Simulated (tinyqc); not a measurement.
Changing the time step dt: molecular dynamics of a small cluster by velocity Verlet steps. Computed by tinyqc, a small Python program. Command: `OMP_NUM_THREADS=1 python tinyqc.py 3007356 3007357 out.jsonl verlet sweep`. One thread of a shared host (Intel(R) Xeon(R) Processor @ 2.30GHz), about 0.1 s of CPU time with the checks.

E = sum_i {sum_j A exp(-p (r_ij/r0 - 1)) - xi sqrt(rho_i)}, rho_i = sum_j exp(-2 q (r_ij/r0 - 1)); the force on i is -sum_j w_ij (R_i - R_j)/r_ij with w_ij = -(2p/r0) A exp(-p (r_ij/r0 - 1)) + (xi q/r0) exp(-2 q (r_ij/r0 - 1)) (rho_i^(-1/2) + rho_j^(-1/2)).

Inputs (values chosen for the exercise, for model atoms):
```
quantity       value      unit
length r0       2.35  angstrom
repulsion A    0.083        eV
hopping xi     0.883        eV
decay p         10.2         -
decay q         3.32         -
atomic mass M   73.6         u
steps            300         -
```

Potential: Gupta. Thermostat: none.

starting positions (angstrom):
```
           x      y      z
atom 1  0.01   0.02  -0.02
atom 2  2.18  -0.04   0.02
atom 3   1.1   1.91   0.04
atom 4  1.13   0.59   1.77
```

starting velocities (angstrom/fs):
```
               x         y         z
atom 1   0.00039   0.00065   0.00143
atom 2    0.0004  -0.00088   0.00024
atom 3  -0.00027  -0.00035  -0.00078
atom 4  -0.00051   0.00058  -0.00089
```

Constants: 1 eV/(angstrom u) = 9.648533212e-03 angstrom/fs^2; k_B = 8.617333262e-05 eV/K.

Method:
- Relax the cluster, diagonalise the Hessian (central differences): omega_max = sqrt(c lambda_max/M). Verlet steps are stable for omega_max dt < 2.
- Velocity Verlet: a = c F/M with c = 9.648533212e-3 angstrom/fs^2 per eV/(angstrom u); R(new) = R + v dt + a dt^2/2; v(new) = v + (a + a(new)) dt/2. Kinetic energy K = M v^2/(2c); temperature T = 2K/((3N - 3) k_B), rotation of the cluster included.
- Spread = largest minus smallest value. The test of the step is the spread (largest minus smallest) of the total energy over the run without thermostat, against the spread of K; the step passes below 5 %. The mean T is over the second half.

One run for each value:
```
time step dt (fs)  spread of the total energy (eV)  spread of the total over spread of K  omega_max dt
0.55                                     0.0000180                              0.000232       0.03057
0.83                                     0.0000410                              0.000529       0.04613
1.30                                     0.0001005                              0.001258       0.07225
1.90                                     0.0002140                              0.002615       0.10560
2.90                                     0.0004989                              0.006123       0.16118
4.40                                     0.0011451                              0.014145       0.24455
6.60                                     0.0025413                              0.031721       0.36683
```

Describe and explain the trends.

Over the rows, spread of the total energy (eV) rises from 1.80e-5 to 0.00254 (exponent d ln y / d ln x about 2.0 throughout); spread of the total over spread of K rises from 2.32e-4 to 0.0317 (exponent d ln y / d ln x about 2.0 throughout). The exponent of spread of the total energy stays between 1.97 and 2.00, near 2: Verlet steps are of second order. The number of steps is fixed, so a longer step also covers a longer run; for runs of many periods the error scales as dt^2.

Extremes, crossings and ranges named in words are read from the listed rows.
